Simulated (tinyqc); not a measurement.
## Voltage drop against the pad pitch

A grid of 17 by 17 nodes with segments Rx (rows) and Ry (columns); every node draws I1 and the central node kh I1; pads with resistance Rp sit at the nodes whose row and column are multiples of the pitch, counting from 0. The drops u = Vdd - V follow from G u = i, with G the conductance matrix and i the load currents, solved directly.

Values chosen for this exercise:
- Vdd = 0.8 V (supply voltage)
- Rx = 0.36 ohm (resistance of a horizontal segment)
- Ry = 0.91 ohm (resistance of a vertical segment)
- Rp = 0.51 ohm (resistance from a pad node to the supply)
- kh = 1 (factor on the load at the hot node)
- I1 = 0.11 mA (load current of a node in the large grid)

Voltage drop against the pad pitch:

| pitch (nodes) | pads | worst drop (mV) | mean drop (mV) | largest drop at a pad (mV) | largest pad current (mA) | worst drop over Vdd (%) |
|---|---|---|---|---|---|---|
| 1 | 289 | 0.05610 | 0.05610 | 0.05610 | 0.1100 | 0.007012 |
| 2 | 81 | 0.2898 | 0.2417 | 0.2213 | 0.4339 | 0.03622 |
| 4 | 25 | 1.093 | 0.9198 | 0.7924 | 1.554 | 0.1366 |
| 8 | 9 | 3.525 | 3.144 | 2.409 | 4.723 | 0.4406 |
| 16 | 4 | 10.80 | 9.561 | 4.053 | 7.947 | 1.351 |

The worst drop goes from 0.0561 to 10.8 mV while the number of pads falls from 289 to 4; between the last two rows it goes as pitch^(1.62). The largest drop at a pad is 100 % of the worst drop in the first row and 37.5 % in the last; the rest falls along the wires.

Numbers from tinyqc (`OMP_NUM_THREADS=1 python tinyqc.py 2770183 2770184 out.jsonl`; about 0.1 s on one thread of a shared Intel Xeon 2.30GHz).
